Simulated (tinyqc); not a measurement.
# From solid share x back to source 2: carrier flow

Model: precursor delivery and alloy composition in metal-organic vapour-phase epitaxy. Computed by tinyqc, a small Python program. Command: `OMP_NUM_THREADS=1 python tinyqc.py 3019122 3019123 out.jsonl movpe inv`. One thread of a shared host (Intel(R) Xeon(R) Processor @ 2.30GHz), about 0.02 s of CPU time with the checks.

Carrier gas leaves each bubbler saturated. Group-III species cross a boundary layer and react at the surface; element 2 can also desorb. The film is (1)_(1-x) (2)_x V with a zinc-blende cell.

Inputs (values chosen for the exercise, close to those used for InGaAs from TMGa and TMIn): source 1: a in log10(p/torr) = a - b/T = 8.07; source 1: b = 1703 K; source 1: bath temperature = -9 C; source 1: carrier flow = 51 sccm; source 2: a = 10.52; source 2: b = 3014 K; source 2: bath temperature = 25 C; bubbler pressure p_b = 1000 torr; group-V hydride flow = 150 sccm; total flow = 19 slm; reactor pressure p = 200 torr; diffusivity D0 at 273.15 K and 760 torr = 0.39 cm^2/s; boundary layer delta = 0.56 cm; prefactor of the surface rate k_s = 1.9e+13 cm/s; energy of k_s = 1.81 eV; prefactor of the loss of element 2 = 2.3e+16 layers/s; energy of the loss = 3.22 eV; lattice constant a = 5.75 angstrom; growth temperature T = 690 C.

Constants: k_B = 1.380649e-23 J/K; k_B = 8.617333262e-05 eV/K.

Method:
- Temperatures in kelvin are T(C) + 273.15.
- Vapour pressure p_v = 10^(a - b/T); precursor flow = carrier flow x p_v/(p_b - p_v); 1 sccm = 44.615 micromol/min; V/III = hydride flow over the sum of both; gas share x_g = F2/(F1 + F2).
- Partial pressure p_i = p F_i/(44615 x total flow in slm); density n_i = p_i/(k_B T), 1 torr = 133.322 Pa; D = D0 (T/273.15)^1.75 (760/p), h = D/delta, the same for both; k_s = prefactor x exp(-energy/(k_B T)); arrival J_i = n_i/(1/h + 1/k_s); in layers per second g_i = J_i a^2/2 (two group-III sites per a^2 on (001)).
- Loss of element 2 is r x with r = prefactor x exp(-energy/(k_B T)). Then x = (g2 - r x)/(g1 + g2 - r x), or r x^2 - (g1 + g2 + r) x + g2 = 0, smaller root; growth rate G = g1/(1 - x) layers/s; one layer is a/2 thick, 1 angstrom/s = 0.36 um/h.
- Distribution coefficient = [x/(1 - x)]/[x_g/(1 - x_g)], x_g = g2/(g1 + g2).

Question. A run gave the result below. Find the source 2: carrier flow, known to lie between 110 and 190 sccm.

solid share x = 0.125657

Answer.

Each step takes the trial c = (a f_b - b f_a)/(f_b - f_a), f being the result less the target and a, b, c the logarithms of the listed values; c replaces end b, the old b replaces a if the sign of f changed, and otherwise f_a is halved.

Scan of the range:
```
source 2: carrier flow (sccm)  solid share x
110                                 0.109800
120                                 0.118629
132                                 0.129002
145                                 0.139974
158                                 0.150679
173                                 0.162713
190                                 0.175955
```

False position (Illinois rule, in the logarithm of the input) inside the bracket:
```
step    end a    end b    trial  solid share x
1     120.000  132.000  128.005       0.125575
2     132.000  128.005  128.099       0.125656
3     132.000  128.099  128.101       0.125658
4     128.099  128.101  128.100       0.125657
```

Solid share x rises at every point of a 13-point scan of the range (every second point is shown), so one value fits; it is bracketed by 120 and 132. Answer: source 2: carrier flow = 128.1 sccm.

Caution: the lattice constant is held fixed as x changes, delta does not respond to the flow, both precursors share one D and k_s, and gas-phase side reactions are left out.
